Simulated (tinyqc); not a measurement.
FinFET, parasitic resistance, capacitance and delay: what each parasitic element costs.

Nf fins under one contact; each has gated perimeter p = 2 Hf + Wf and cross-section A = Hf Wf; contact width Wc = Nf pf, stack height Hs = Hf. Contact length Lc = CPP - Lg - 2 Lsp, shared by two neighbouring gates. Source and drain sides are equal. The formulas are first-order estimates, not field solutions.

Epitaxy sheet resistance Rsh = re/te, transfer length LT = sqrt(rc/Rsh), contact Rc = [sqrt(rc Rsh)/Wc] coth(Lc/(2 LT)); extension of one fin Rx = rx Lsp/A. With N fins: gate Cg = Cinv p N Lg; per side, plate Cp = ks eps0 [Wc (Hs + Hc) - N A]/Lsp, top fringe Cf = (2/pi) ks eps0 Wc ln(1 + Lg/(2 Lsp)), overlap Co = Cinv p N Lov. One fin: I = p Q vx u/(1 + |u|^1.8)^(1/1.8), Q = Cinv n Vt ln(1 + exp((Vg' - VT + dl Vd')/(n Vt))), u = Vd' mu/(vx Lg), Vg' = Vgs - v, Vd' = Vds - 2 v, with the drop on each side v = Rc (sum of I) + Rx I. Ieff = [I(Vgs = Vdd, Vds = Vdd/2) + I(Vdd/2, Vdd)]/2, total currents. With Cs = Cp + Cf + Co, the load of an inverter of two such devices driving an equal one is CL = 2 (Cg + 2 Cs) + 4 Cs + Cw (own drains counted twice for the Miller effect); delay CL Vdd/(2 Ieff). Each row removes one element and keeps the rest.

Values chosen for this exercise; values close to those of silicon logic devices:
```
symbol    value        unit                                  meaning
T           300           K                              temperature
Nf            3                                       number of fins
Hf           50          nm                               fin height
Wf            7          nm                                fin width
pf           34          nm                                fin pitch
CPP          45          nm                     contacted gate pitch
Lg           18          nm                              gate length
Lsp           8          nm                            spacer length
ks            4                  relative permittivity of the spacer
Hc           15          nm      gate height above the channel stack
rc      8.8e-10    ohm cm^2                      contact resistivity
re       0.0003      ohm cm  resistivity of the source-drain epitaxy
te           15          nm    current-carrying depth of the epitaxy
rx       0.0018      ohm cm             resistivity of the extension
Lov         1.5          nm                             gate overlap
Cinv        2.9     uF/cm^2                    inversion capacitance
vx        9.6e6        cm/s                       injection velocity
mu          250  cm^2/(V s)                        apparent mobility
VT         0.27           V          threshold at zero drain voltage
dl         0.04         V/V                         barrier lowering
n          1.14                                  subthreshold factor
Cw         0.19          fF                                wire load
Vdd         0.6           V                           supply voltage
```

Constants: q = 1.602176634e-19 C, kB = 1.380649e-23 J/K, eps0 = 8.8541878128e-12 F/m, Vt = kB T/q. Results are converted to the units shown.

One element removed at a time:
```
	Ieff (uA)	CL (aF)	delay (ps)
as given	130.5	848.3	1.950
no contact resistance	151.1	848.3	1.684
no extension resistance	147.9	848.3	1.721
air spacer (ks = 1)	130.5	689.7	1.585
no overlap	130.5	736.6	1.693
no wire	130.5	658.3	1.513
```

What does the comparison show?

Gains in delay, largest first: no wire 22 %, air spacer (ks = 1) 19 %, no contact resistance 14 %, no overlap 13 %, no extension resistance 12 %.

Program tinyqc, `OMP_NUM_THREADS=1 python tinyqc.py 2170104 2170105 out.jsonl`; Intel Xeon 2.30GHz, shared host, one thread, about 0.03 s.
